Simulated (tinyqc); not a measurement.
## Channel resistance from two points of the on-state curve

Question. In the p-i-n model Von = V1 + 2 Vt ln(J/(1 A/cm^2)) + J Rch, with V1 independent of J. Find Rch and V1.

Inputs (values chosen for the exercise): temperature T = 400 K.

Constants: q = 1.602176634e-19 C, kB = 1.380649e-23 J/K, Vt = kB T/q. Results are converted to the units shown.

Von at J = 100 and 300 A/cm^2 (V): 0.98473347  1.4004703

Solution. Remove the logarithmic junction term; the rest is linear in J.

Rch = 1.70 mohm cm^2
V1 = 0.497 V

Numbers from tinyqc (`OMP_NUM_THREADS=1 python tinyqc.py 2590138 2590139 out.jsonl`; about 0.01 s on one thread of a shared Intel Xeon 2.30GHz).
